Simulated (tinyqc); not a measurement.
Hot electrons in a saturated n-channel MOSFET, lucky-electron model: one step of the calculation.

Beyond pinch-off the lateral field grows as Esat cosh(y/l) over the velocity-saturated region (pseudo-two-dimensional model). Impact ionisation in this region gives the substrate current, which biases the body forward through Rsub. Currents are per width. Local-field laws: they overstate ionisation when the field peak is narrower than an energy relaxation length.

Question. Body bias from the substrate current. Cox = 3.9 eps0/tox. Overdrive g = Vg - VT + kb Vb; Vdsat = g Esat L/(g + Esat L); Id = Cox vs (g - Vdsat); dV = Vd - Id Rd - Vdsat; Em = sqrt((dV/l)^2 + Esat^2); Isub = Id (Ai/Bi) l Em exp(-Bi/Em). Vb(new) = Rsub Isub.

Parameters, values chosen for the exercise; values close to those of silicon n-channel devices: channel length L = 0.25 um; oxide thickness tox = 5 nm; threshold VT = 0.49 V; saturation velocity vs = 7.8e6 cm/s; ionisation prefactor Ai = 2e6 1/cm; ionisation field Bi = 1.75 MV/cm; resistance of the lightly doped drain Rd = 0 ohm um; substrate resistance Rsub = 17000 ohm um; fall of VT per volt of forward body bias kb = 0.44; drain voltage Vd = 2.1 V; gate voltage Vg = 1.2 V.

Constants: eps0 = 8.8541878128e-14 F/cm where lengths are in cm. Results are converted to the units shown.

Vb after iteration 1 = 0.10094855 V
l = 36.124784 nm
Esat = 0.04875 MV/cm

Find: Vdsat; Id; dV; Em; Isub; Vb after iteration 2.

Answer.

Vdsat = 0.46597 V
Id = 155.38 uA/um
dV = 1.6340 V
Em = 0.45495 MV/cm
Isub = 6.2316 uA/um
Vb after iteration 2 = 0.10594 V

Computed by the program tinyqc: `OMP_NUM_THREADS=1 python tinyqc.py 2550158 2550159 out.jsonl`, one thread of a shared Intel Xeon 2.30GHz, about 0.01 s for the whole run.
